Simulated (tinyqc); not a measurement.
Worked calculation: Hueckel theory of the pi electrons, for the molecule c1ccc2ccnc-2cc1 (SMILES; centres numbered as the heavy atoms are written). Computed by tinyqc, a small Python program that keeps every step. Settings: charge = 0. Command: `OMP_NUM_THREADS=1 python tinyqc.py 22356 22357 out.jsonl` (the two numbers bound the seeds that draw the settings). One thread of a shared host (Intel(R) Xeon(R) Processor @ 2.60GHz), about 0.01 s of CPU time with the checks.

## The Hueckel matrix

Centres:

| centre | z_r, pi electrons of the neutral centre | h |
|---|---|---|
| 1C | 1 | 0.000000 |
| 2C | 1 | 0.000000 |
| 3C | 1 | 0.000000 |
| 4C | 1 | 0.000000 |
| 5C | 1 | 0.000000 |
| 6C | 1 | 0.000000 |
| 7N | 1 | 0.500000 |
| 8C | 1 | 0.000000 |
| 9C | 1 | 0.000000 |
| 10C | 1 | 0.000000 |

Bonds:

| i | j | k |
|---|---|---|
| 1 | 2 | 1 |
| 2 | 3 | 1 |
| 3 | 4 | 1 |
| 4 | 5 | 1 |
| 5 | 6 | 1 |
| 6 | 7 | 1 |
| 7 | 8 | 1.000000 |
| 8 | 9 | 1 |
| 9 | 10 | 1 |
| 10 | 1 | 1 |
| 8 | 4 | 1 |

H_rr = alpha + h_r beta, H_rs = k_rs beta for bonded centres.

Hueckel matrix in units of beta (H = alpha + beta A):
```
           1C        2C        3C        4C        5C        6C        7N        8C
1C   0.000000  1.000000  0.000000  0.000000  0.000000  0.000000  0.000000  0.000000
2C   1.000000  0.000000  1.000000  0.000000  0.000000  0.000000  0.000000  0.000000
3C   0.000000  1.000000  0.000000  1.000000  0.000000  0.000000  0.000000  0.000000
4C   0.000000  0.000000  1.000000  0.000000  1.000000  0.000000  0.000000  1.000000
5C   0.000000  0.000000  0.000000  1.000000  0.000000  1.000000  0.000000  0.000000
6C   0.000000  0.000000  0.000000  0.000000  1.000000  0.000000  1.000000  0.000000
7N   0.000000  0.000000  0.000000  0.000000  0.000000  1.000000  0.500000  1.000000
8C   0.000000  0.000000  0.000000  1.000000  0.000000  0.000000  1.000000  0.000000
9C   0.000000  0.000000  0.000000  0.000000  0.000000  0.000000  0.000000  1.000000
10C  1.000000  0.000000  0.000000  0.000000  0.000000  0.000000  0.000000  0.000000

           9C       10C
1C   0.000000  1.000000
2C   0.000000  0.000000
3C   0.000000  0.000000
4C   0.000000  0.000000
5C   0.000000  0.000000
6C   0.000000  0.000000
7N   0.000000  0.000000
8C   1.000000  0.000000
9C   0.000000  1.000000
10C  1.000000  0.000000
```

## Orbitals

pi electrons, sum of z_r less the charge = 10

Diagonalise; E = alpha + x beta with beta < 0, so the largest x are filled first; degenerate levels share their electrons. P = sum n_i c_ri c_si; each orbital has its largest coefficient positive (the first on a tie).

x values: 2.377895  1.697190  1.383146  0.932549  0.609468  -0.398377  -0.694612  -1.488262  -1.846394  -2.072604

occupations: 2.000000  2.000000  2.000000  2.000000  2.000000  0.000000  0.000000  0.000000  0.000000  0.000000

coefficients:
```
          MO1        MO2        MO3        MO4        MO5        MO6        MO7        MO8
1C   0.144448   0.512913  -0.080041   0.376836   0.053267   0.508053  -0.029115   0.285060
2C   0.167906   0.457069   0.279057   0.263538  -0.311361  -0.119213  -0.483223  -0.252274
3C   0.254814   0.262821   0.466018  -0.131074  -0.243032  -0.460562   0.364767   0.090390
4C   0.438016  -0.011012   0.365513  -0.385771   0.163241   0.302690   0.229852   0.117751
5C   0.313025  -0.188456   0.284725   0.134197   0.591098   0.067598  -0.243660  -0.480947
6C   0.306324  -0.308834   0.028303   0.510917   0.197014  -0.329619  -0.060602   0.598024
7N   0.415381  -0.335693  -0.245578   0.342258  -0.471024   0.063715   0.285756  -0.409070
8C   0.473718  -0.093055  -0.245184  -0.362874  -0.248576   0.272379  -0.280764   0.215314
9C   0.273054   0.188774  -0.459062  -0.294884   0.156284  -0.474915  -0.320585  -0.029124
10C  0.175576   0.413440  -0.389765   0.087880   0.343826  -0.083184   0.503446  -0.171970

           MO9       MO10
1C    0.473380  -0.022188
2C   -0.415149   0.186862
3C    0.293148  -0.365102
4C   -0.126118   0.569850
5C    0.171231  -0.305706
6C   -0.190043   0.063757
7N    0.179662   0.173563
8C   -0.231516  -0.510266
9C    0.373925   0.314165
10C  -0.458897  -0.140875
```

charge and bond-order matrix P:
```
            1C         2C         3C         4C         5C         6C         7N         8C
1C    0.870388   0.638160   0.143944  -0.216622   0.015642   0.173208   0.022722  -0.219323
2C    0.638160   0.962752   0.668171   0.036038  -0.205606  -0.017046   0.169272  -0.099294
3C    0.143944   0.668171   0.854845   0.579893   0.003350  -0.209542  -0.054426   0.179937
4C   -0.216622   0.036038   0.579893   1.002094   0.575956  -0.034031  -0.226091   0.436622
5C    0.015642  -0.205606   0.003350   0.575956   1.163948   0.694331  -0.218251  -0.199235
6C    0.173208  -0.017046  -0.209542  -0.034031   0.694331   0.979728   0.612061  -0.134923
7N    0.022722   0.169272  -0.054426  -0.226091  -0.218251   0.612061   1.369087   0.562223
8C   -0.219323  -0.099294   0.179937   0.436622  -0.199235  -0.134923   0.562223   0.973301
9C    0.140424  -0.244696  -0.188138   0.177999  -0.056006  -0.215042  -0.023506   0.584993
10C   0.640097   0.051581  -0.246633  -0.095774   0.162192   0.055410  -0.204026   0.045819

            9C        10C
1C    0.140424   0.640097
2C   -0.244696   0.051581
3C   -0.188138  -0.246633
4C    0.177999  -0.095774
5C   -0.056006   0.162192
6C   -0.215042   0.055410
7N   -0.023506  -0.204026
8C    0.584993   0.045819
9C    0.864626   0.665470
10C   0.665470   0.959232
```

## Energy, charges, bond orders

E = sum n x; q_r = z_r - P_rr; bond order p = P_rs; free valence = sqrt(3) - sum of p over the bonds of the atom.

pi energy = 10 alpha + this times beta = 14.000496

pi charges: 1C 0.129612, 2C 0.037248, 3C 0.145155, 4C -0.002094, 5C -0.163948, 6C 0.020272, 7N -0.369087, 8C 0.026699, 9C 0.135374, 10C 0.040768

Bond orders and lengths from R = 1.517 - 0.180 p (angstrom, C-C alone):

| bond | p | R |
|---|---|---|
| 1-2 | 0.638160 | 1.402131 |
| 2-3 | 0.668171 | 1.396729 |
| 3-4 | 0.579893 | 1.412619 |
| 4-5 | 0.575956 | 1.413328 |
| 5-6 | 0.694331 | 1.392021 |
| 6-7 | 0.612061 | - |
| 7-8 | 0.562223 | - |
| 8-9 | 0.584993 | 1.411701 |
| 9-10 | 0.665470 | 1.397215 |
| 10-1 | 0.640097 | 1.401783 |
| 8-4 | 0.436622 | 1.438408 |

free valence of the carbons: 1C 0.453794, 2C 0.425720, 3C 0.483987, 4C 0.139580, 5C 0.461764, 6C 0.425659, 8C 0.148213, 9C 0.481588, 10C 0.426484

gap between the highest filled and the next level = 1.007845 |beta|
